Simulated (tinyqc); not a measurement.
Worked calculation: heat flow across a film from the phonon Boltzmann equation in the relaxation-time approximation. Computed by tinyqc, a small Python program that keeps every step. Command: `OMP_NUM_THREADS=1 python tinyqc.py 3011494 3011495 out.jsonl slabbte walk`. One thread of a shared host (Intel(R) Xeon(R) Processor @ 2.30GHz), about 0.01 s of CPU time with the checks. Intermediate numbers are printed to about 7 digits and carried at full precision; extremes and crossings named in words are read from the listed rows.

Two black walls, hot at x = 0 and cold at x = L, emit phonons isotropically. For one free path Lambda, with tau = x/Lambda, tau_L = L/Lambda and phi = (T - T_cold)/Delta T, energy balance gives phi(tau) = (1/2) [E2(tau) + int_0^tau_L phi(s) E1(|tau - s|) ds]; E_n are the exponential integrals. The flux over the ballistic flux C v Delta T/4 is psi = 1 - 2 int_0^tau_L phi(s) E2(s) ds, and kappa_eff/kappa = (3/4) tau_L psi. kappa = C v Lambda/3 is an input, so at fixed kappa a longer free path means a smaller C v.

Inputs (values chosen for the exercise, modelled on gallium oxide):
```
quantity                             value     unit
bulk conductivity kappa                 22  W/(m K)
film thickness L                        26       nm
wall temperature difference Delta T    6.3        K
free path Lambda_1                      23       nm
free path Lambda_2                     100       nm
share f_2 of kappa                    0.16        -
cells n in the small system              4        -
```

Free-path groups: two.

## The small linear system for Lambda_1

Cut the film into n equal cells with constant phi, collocated at the centres c_i: the kernel integrates to A_ij = |E2(|c_i - e_j|) - E2(|c_i - e_(j+1)|)|/2 for cell edges e_j, and A_ii = 1 - E2(half a cell); solve (1 - A) phi = E2(c)/2; psi = 1 - 2 sum_j phi_j [E3(e_j) - E3(e_(j+1))].

optical thickness tau_L = 1.130435

1 - A, lower triangle (symmetric):
```
            1           2           3          4
1   0.6539951
2  -0.1404785   0.6539951
3  -0.0702568  -0.1404785   0.6539951
4  -0.0408112  -0.0702568  -0.1404785  0.6539951
```

right-hand side E2(c)/2: 0.3269975  0.1865191  0.1162622  0.07545100

flux weights E3(e_j) - E3(e_(j+1)): 0.1916605  0.1069011  0.06637537  0.04300162

## Temperature profile and flux in the small system

In short, (1 - A) phi = b and psi = 1 - 2 sum_j w_j phi_j, with b the right-hand side and w_j the flux weights; the cells divide 0 to tau_L.

phi at the cell centres: 0.6871598  0.5607586  0.4392414  0.3128402

psi, small system = 0.5314910

## Fine solution for Lambda_1

Use 150 and 300 cells and extrapolate psi = (4 psi(300) - psi(150))/3. The jump at the hot wall is 1 - phi there (linear extrapolation from the first two of 300 cells). Two-flux (diffusion with slip) formula: psi = 1/(1 + 3 tau_L/4).

psi for Lambda_1 = 0.5245375

kappa_eff/kappa for Lambda_1 = 0.4447166

jump at the wall / Delta T for Lambda_1 = 0.2291501

psi, two-flux formula = 0.5411765

The small system misses psi by +1.33 % and the two-flux formula by +3.2 %. For Lambda_1 alone: Jumps at the walls and the gradient inside share Delta T.

## Conductivity, flux and boundary resistance of the film

Each group is solved on its own with 150 and 300 cells, psi = (4 psi(300) - psi(150))/3, and weighted by its share of kappa (f_1 is what the others leave); exchange of energy between groups inside the film is left out. Flux J = kappa_eff Delta T/L; apparent boundary resistance per wall (L/kappa_eff - L/kappa)/2.

kappa_eff = 8.777602 W/(m K)

kappa_eff/kappa = 0.3989819

flux J = 2.126880 GW/m^2

apparent resistance per wall = 0.8901333 m^2 K/GW

## Exact and approximate size effects

Two-flux: kappa_eff/kappa = sum f_i/(1 + 4 Lambda_i/(3 L)). Matthiessen with the thickness: sum f_i/(1 + Lambda_i/L). Ballistic limit: sum f_i 3 L/(4 Lambda_i).

Kappa_eff/kappa:
```
L (nm)   Boltzmann    two-flux  Matthiessen  ballistic limit
0.69    0.01919254  0.01930784   0.02556245         0.019728
2.3     0.06038919  0.06131785   0.07996090          0.06576
5.8      0.1367202   0.1402713    0.1779379        0.1658296
14       0.2696526   0.2784872    0.3374870        0.4002783
34       0.4606962   0.4741594    0.5416496        0.9721043
92       0.6830870   0.6953254    0.7486667           2.6304
230      0.8344679   0.8424609    0.8751515            6.576
580      0.9239220   0.9279101    0.9444308         16.58296
```

The two-flux formula lies above the Boltzmann result by at most about 3.3 % (at L = 14 nm); the Matthiessen form is high by up to 33 %, since it misses the factor 3/4 of the ballistic limit. The thinnest film reaches 97 % of that limit, and the thickest, 25 Lambda_1, only 92 % of the bulk value: the long free paths keep the size effect alive far beyond Lambda_1. Rows below about 10 nm are near the phonon wavelength, where a particle picture fails.

Checks made by the program: symmetry phi(tau) + phi(tau_L - tau) = 1 (relative difference below 1e-10); thick-film limit psi = 1/(3 tau_L/4 + 1.0657) at tau_L = 20 (relative difference 2e-04).
